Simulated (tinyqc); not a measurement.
# Changing the atomic mass M

Model: Born-von Karman spring model of a cubic crystal with one atom per cell. Computed by tinyqc, a small Python program. Command: `OMP_NUM_THREADS=1 python tinyqc.py 3018594 3018595 out.jsonl springs sweep`. One thread of a shared host (Intel(R) Xeon(R) Processor @ 2.30GHz), about 0.2 s of CPU time with the checks.

First neighbours lie at a/2 (1,1,1) (8 of them), second at a (1,0,0) (6), with all permutations and signs; the volume per atom is Omega = a^3/2. Two shells of springs match a real metal only roughly, above all at the zone boundary.

Inputs (values chosen for the exercise, modelled on iron):

| quantity | value | unit |
|---|---|---|
| lattice constant a | 2.87 | angstrom |
| radial spring k1L | 3.38 | eV/angstrom^2 |
| transverse spring k1T | -0.098 | eV/angstrom^2 |
| radial spring k2L | 1.1 | eV/angstrom^2 |
| transverse spring k2T | 0.022 | eV/angstrom^2 |
| mesh divisions n | 8 | - |
| temperature T | 400 | K |

Lattice: bcc.

Constants: 1 eV/angstrom^3 = 160.2176634 GPa; u = 1.6605390666e-27 kg; nu for 1 eV/(angstrom^2 u) = 15.6333042 THz; h x 1 THz = 4.135667696 meV; k_B = 8.617333262e-05 eV/K; hbar^2/u = 4.18015928e-03 eV angstrom^2; hbar = 1.054571817e-34 J s; k_B = 1.380649e-23 J/K.

Method:
- [ij,kl] = (1/(2 Omega)) sum_R K_ij R_k R_l; C11 = [xx,xx], C44 = [xx,yy], C12 = 2 [xy,xy] - C44; B = (C11 + 2 C12)/3; Zener ratio A = 2 C44/(C11 - C12). K(R) = kL n n^T + kT (1 - n n^T).
- rho = M/Omega and v = sqrt(C/rho), with C = C11, C44, C44 along [100]; (C11 + C12 + 2 C44)/2, C44, (C11 - C12)/2 along [110]; (C11 + 2 C12 + 4 C44)/3 and twice (C11 - C12 + C44)/3 along [111].
- A neighbour at R with unit vector n couples by the matrix K(R) = kL n n^T + kT (1 - n n^T), and D(q) = (1/M) sum_R K(R) [1 - cos(q.R)].
- An eigenvalue lambda of D in eV/(angstrom^2 u) gives nu = 15.6333042 THz x sqrt(lambda).
- Mesh: q = sum_i (m_i + 1/2)/n b_i, m_i = 0..n-1, with b = [[0, 1, 1], [1, 0, 1], [1, 1, 0]] in 2 pi/a; sums are averages over the n^3 points, per atom.
- With x = h nu/(k_B T) and n = 1/(exp(x) - 1) for each mode: F = k_B T [x/2 + ln(1 - exp(-x))], U = k_B T x (n + 1/2), S/k_B = x n - ln(1 - exp(-x)), C/k_B = x^2 n (n + 1).
- <u_x^2> = (1/3) sum over modes of hbar^2/(2 M h nu) coth(x/2); zero-point energy = sum h nu/2. <u_x^2> converges slowly with the mesh, from below, with an error of order 1/n.
- Christoffel matrix G_xx = C11 n_x^2 + C44 (1 - n_x^2), G_xy = (C12 + C44) n_x n_y, with eigenvalues rho v^2; v_m^-3 is the mean of v^-3 over three branches and all directions (12 Gauss-Legendre points in cos(theta) times 24 angles phi = (j + 1/2) pi/12); q_D = (6 pi^2/Omega)^(1/3); Theta = hbar v_m q_D/k_B.

One run for each value:

| atomic mass M (u) | elastic Debye temperature (K) | <u_x^2> (angstrom^2) | entropy S (k_B/atom) | zero-point energy (meV/atom) | C11 (GPa) |
|---|---|---|---|---|---|
| 14 | 951.3 | 0.005882 | 2.100 | 81.60 | 241.3 |
| 21 | 776.8 | 0.005658 | 2.609 | 66.62 | 241.3 |
| 31 | 639.3 | 0.005510 | 3.127 | 54.83 | 241.3 |
| 46 | 524.8 | 0.005407 | 3.672 | 45.01 | 241.3 |
| 68 | 431.7 | 0.005338 | 4.227 | 37.02 | 241.3 |
| 100 | 356.0 | 0.005291 | 4.784 | 30.53 | 241.3 |
| 150 | 290.6 | 0.005258 | 5.376 | 24.93 | 241.3 |
| 220 | 240.0 | 0.005236 | 5.941 | 20.58 | 241.3 |

What does the table show, and why?

Over the rows, elastic Debye temperature (K) falls from 951 to 240 (exponent d ln y / d ln x about -0.50 throughout); <u_x^2> (angstrom^2) falls from 0.00588 to 0.00524 (exponent d ln y / d ln x -0.096 between the first rows and -0.011 between the last); entropy S (k_B/atom) rises from 2.10 to 5.94 (exponent d ln y / d ln x 0.54 between the first rows and 0.26 between the last). The exponent of elastic Debye temperature stays at -0.50: frequencies scale as M^(-1/2). At the high end the exponent of <u_x^2> is -0.01, close to 0: classical displacements do not depend on the mass. The exponent of zero-point energy stays at -0.50: frequencies scale as M^(-1/2). The mass rescales all frequencies, so a heavier crystal at T acts as a lighter one at higher T: S grows, and <u_x^2> tends to the classical k_B T over a spring constant, which holds no mass. Elastic constants are static.
